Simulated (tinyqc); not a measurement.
Long-channel MOSFET, surface-potential model: two steps of the calculation.

n-channel transistor on a uniformly doped p-type body, gradual-channel approximation, constant mobility, Boltzmann statistics, full ionisation. Potentials are counted from the neutral body; V is the electron quasi-Fermi potential, Vsb at the source and Vsb + Vds at the drain. Charges are magnitudes per area.

Inputs (values chosen for the exercise); material values close to those of germanium:
```
symbol  value        unit                   meaning
T         325           K               temperature
Vfb     -0.59           V         flat-band voltage
mu        350  cm^2/(V s)          channel mobility
W           2          um                gate width
L           2          um               gate length
Vsb         1           V  source-body reverse bias
Vgs      0.97           V       gate-source voltage
Vds       0.1           V      drain-source voltage
```

Constants: q = 1.602176634e-19 C, kB = 1.380649e-23 J/K, Vt = kB T/q. Results are converted to the units shown.

Problem 1. Surface potential at the source by Newton steps. With V = Vsb: G = psi - Vt + Vt e, e = exp((psi - 2 phiF - Vsb)/Vt); f = Vgs + Vsb - Vfb - psi - gamma sqrt(G); f' = -1 - gamma (1 + e)/(2 sqrt(G)); psi(new) = psi - f/f'.

psi after iteration 1 = 1.7228927 V
phiF = 0.27065545 V
gamma = 0.60321030 V^0.5

Wanted: G; f; f'; psi after iteration 2.

Solution 1.

G = 20.02 V
f = -1.862 V
f' = -45.17
psi after iteration 2 = 1.682 V

Problem 2. Pao-Sah current by Simpson's rule. I = mu (W/L) integral of Qi dV; Simpson's rule on the 9 points, step Vds/8, weights 1, 4, 2, ..., 4, 1 times step/3.

Qi, Pao-Sah, point 0 to 8 (nC/cm^2): 170.82481  157.62650  144.63870  131.88700  119.40163  107.21843  95.379974  83.936904  72.949271

Give: Pao-Sah current.

Solution 2.

Pao-Sah current = 4.2077 uA

Gauss-Legendre quadrature on many points gives 4.208 uA, so this value is within 0.01 % of it; the charge-sheet current, 4.132 uA, is 1.8 % below it.

Computed by the program tinyqc: `OMP_NUM_THREADS=1 python tinyqc.py 2360037 2360038 out.jsonl`, one thread of a shared Intel Xeon 2.30GHz, about 0.02 s for the whole run.
